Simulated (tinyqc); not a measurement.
# Current of a Schottky diode by thermionic-emission-diffusion theory, and its read-back from I-V-T and C-V data, step by step

A worked calculation. Computed by tinyqc, a small Python program that keeps every step. Command: `OMP_NUM_THREADS=1 python tinyqc.py 3025038 3025039 out.jsonl schottky walk`. One thread of a shared host (Intel(R) Xeon(R) Processor @ 2.30GHz), about 0.01 s of CPU time with the checks. Intermediate numbers are printed to about 6 digits and carried at full precision; extremes and crossings named in words are read from the listed rows.

Full ionisation, no tunnelling, no recombination current. V is the voltage across the junction itself, forward positive.

Inputs (values chosen for the exercise, modelled on n-type amorphous oxide):
```
quantity,value,unit
Richardson constant A*,39.4,A/(cm^2 K^2)
"effective density of states at 300 K, N_c",4.8e+18,1/cm^3
permittivity eps,10,-
mobility mu,8,cm^2/(V s)
barrier without image force phi_0,0.9,eV
doping N,1.5e+17,1/cm^3
series resistance R_s,7.6,milliohm cm^2
junction voltage V,0.37,V
temperature T,250,K
```

Barrier: uniform.

Constants: k_B = 8.617333262e-05 eV/K; e = 1.602176634e-19 C; eps_0 = 8.8541878128e-12 F/m.

## Barrier at the given bias

N_c(T) = N_c (T/300 K)^(3/2); V_bi = phi_0 - (k_B T/e) ln(N_c(T)/N); surface field F = sqrt(2 e N (V_bi - V - k_B T/e)/(eps eps_0)); image lowering d_phi = sqrt(e F/(4 pi eps eps_0)); effective barrier phi = phi_0 - d_phi.

built-in voltage V_bi = 0.831228 V

surface field F = 154.494 kV/cm

image lowering = 47.1663 meV

effective barrier phi = 0.852834 eV

## Current

Collection velocity v_R = A* T^2/(e N_c(T)); diffusion velocity v_D = mu F; J = e N_c(T) v_R/(1 + v_R/v_D) exp(-phi/k_B T) [exp(e V/k_B T) - 1]. Terminal voltage V + J R_s.

v_R = 4.20917e+06 cm/s

v_D = 1.23595e+06 cm/s

current density J = 1.03246e-04 A/cm^2

terminal voltage = 0.370001 V

v_D/v_R = 0.294: drift and diffusion through the depletion layer limit the current.

## Read-back from the I-V curve

Ideality n = (e/k_B T)/(d ln J/dV) by a central difference of +/- 1 mV; J_0 = J exp(-e V/(n k_B T)); apparent barrier phi_IV = k_B T ln(A* T^2/J_0); a C-V plot gives phi_CV = phi_0, the mean without lowering.

ideality factor n = 1.04795

extrapolated J_0 = 7.87570e-12 A/cm^2

apparent barrier phi_IV = 0.867850 eV

phi_CV - phi_IV = 32.1500 meV

n exceeds 1 because forward bias lowers the field, which weakens the image lowering and v_D.

## Temperature series and Richardson plot

A least-squares line of ln(J_0/T^2) against 1/(k_B T) gives a barrier (minus the slope) and a Richardson constant (exp of the intercept).

At the same junction voltage:
```
T (K),1/k_B T (1/eV),n,J_0 (A/cm^2),phi_IV (eV),ln(J_0/T^2)
200,58.0226,1.04132,3.12195e-16,0.861273,-46.2995
250,46.4181,1.04795,7.87570e-12,0.867850,-36.6102
300,38.6817,1.05571,7.14754e-09,0.874776,-30.1641
350,33.1558,1.06487,9.63624e-07,0.881964,-25.5684
400,29.0113,1.07582,3.93139e-05,0.889330,-22.1269
450,25.7878,1.08910,7.21887e-04,0.896776,-19.4521
```

barrier from the Richardson plot = 0.832880 eV

Richardson constant from the plot = 7.68873 A/(cm^2 K^2)

From 200 to 450 K n goes from 1.041 to 1.089 and phi_IV from 0.861 to 0.897 eV. The plot returns 0.833 eV against phi_0 = 0.9 and a constant 0.195 times the true A*: the diffusion step lowers the prefactor.

## Forward curve with series resistance

Terminal voltage V + J R_s; apparent ideality from neighbouring rows, (e/k_B T) dV_terminal/d ln J.

Forward curve; the last column belongs to the interval up to the next row:
```
V (V),J (A/cm^2),terminal voltage (V),apparent n
0.197,4.60412e-08,0.19700,1.0374
0.274,1.44374e-06,0.27400,1.0428
0.350,4.25374e-05,0.35000,1.0502
0.427,1.27943e-03,0.42701,1.0643
0.503,3.56026e-02,0.50327,1.1782
0.580,9.81817e-01,0.58746,3.6216
0.656,2.36418e+01,0.83568,54.3431
0.733,4.76015e+02,4.35072,-
```

The resistance takes over where J R_s exceeds k_B T/e, at J = 2.83 A/cm^2; the apparent ideality climbs from 1.04 to 54.3, so barrier and n must be read below that current. Rows where the resistance drops more than 1 V are formal, since self-heating is left out.

Checks made by the program: v_D = mu F against the drift-diffusion integral over the parabolic barrier, a ratio 2 y Dawson(y) with y^2 = (V_bi - V)/(k_B T/e) - 1 (relative difference 3e-02).
